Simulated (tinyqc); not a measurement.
# Conduction-band offset of an n-N heterojunction from carrier-profile moments, step by step

tinyqc, about 0.1 s, one thread, Intel Xeon 2.30GHz (shared host): `OMP_NUM_THREADS=1 python tinyqc.py 2410124 2410125 out.jsonl` Printed values are rounded.

Layer 1 (x < 0) accumulates electrons and layer 2 (x > 0) is depleted. Boltzmann statistics. The bands bend down by V1 in layer 1 and up by V2 in layer 2, with V1 + V2 = VD = dE + Vt ln[(N2/Nc2)/(N1/Nc1)].

Inputs (values chosen for the exercise); values of the order of III-V alloys:
```
symbol   value   unit                                      meaning
T          350      K                                  temperature
eps_r     12.4                relative permittivity of both layers
Nc1     3.7e17  cm^-3  density of states of the narrow-gap layer 1
Nc2     1.2e18  cm^-3    density of states of the wide-gap layer 2
dE        0.26     eV                       conduction-band offset
N1      1.4e16  cm^-3                     donor density in layer 1
N2      1.7e16  cm^-3                     donor density in layer 2
si           0  cm^-2                fixed charge at the interface
```

Constants: q = 1.602176634e-19 C, kB = 1.380649e-23 J/K, Vt = kB T/q, eps0 = 8.8541878128e-14 F/cm where lengths are in cm. Results are converted to the units shown.

## Division of the diffusion potential

Sheet densities from the first integral: Q1 = sqrt((2 eps0 eps_r Vt N1/q)(exp(u1) - u1 - 1)) extra electrons, Q2 = sqrt((2 eps0 eps_r Vt N2/q)(exp(-u2) + u2 - 1)) missing ones, u = V/Vt; neutrality Q1 = Q2 + si. Q1 - Q2 rises steadily with V1, so V1 follows by bisection.

VD = 0.230370 V
V1 = 0.0649139 V
V2 = 0.165456 V
Q1 = 1.77628e11 cm^-2
n at x = 0- = 1.20461e17 cm^-3
n at x = 0+ = 7.04678e13 cm^-3

n drops across the interface by 1710 = (Nc1/Nc2) exp(dE/Vt).

## Electron profile

| left point | -x (nm) |
|---|---|
| 0 | 0 |
| 1 | 0.888 |
| 2 | 5.39 |
| 3 | 15.5 |
| 4 | 32.7 |
| 5 | 58.3 |
| 6 | 93.7 |
| 7 | 140 |
| 8 | 198 |
| 9 | 269 |

| right point | x (nm) |
|---|---|
| 0 | 0 |
| 1 | 20 |
| 2 | 49.3 |
| 3 | 83.6 |
| 4 | 121 |
| 5 | 162 |
| 6 | 206 |
| 7 | 251 |
| 8 | 299 |
| 9 | 349 |

Integrate the field q Q(V)/(eps0 eps_r) away from the interface on each side; n = N exp(+/- V/Vt).

| left point | n in layer 1 (cm^-3) |
|---|---|
| 0 | 1.20461e17 |
| 1 | 1.11830e17 |
| 2 | 8.07993e16 |
| 3 | 4.82840e16 |
| 4 | 2.89650e16 |
| 5 | 1.98820e16 |
| 6 | 1.60181e16 |
| 7 | 1.45673e16 |
| 8 | 1.41228e16 |
| 9 | 1.40193e16 |

| right point | n in layer 2 (cm^-3) |
|---|---|
| 0 | 7.04678e13 |
| 1 | 3.33878e14 |
| 2 | 1.83158e15 |
| 3 | 6.14967e15 |
| 4 | 1.15526e16 |
| 5 | 1.50098e16 |
| 6 | 1.64026e16 |
| 7 | 1.68328e16 |
| 8 | 1.69576e16 |
| 9 | 1.69899e16 |

## Offset from the moments

A C-V profile smears n(x) but keeps its zeroth and first moments: si = -int (N - n) dx, VD = (q/(eps0 eps_r)) int (N - n) x dx, dE = VD - Vt ln[(N2/Nc2)/(N1/Nc1)]. Use the trapezoidal rule on each side.

si = 1.01120e10 cm^-2
VD = 0.228910 V
dE = 0.258540 eV

On these few points dE comes out -1.5 meV from the true 0.26 eV, and si misses by 1.0e10 cm^-2, 5.7 % of Q1.
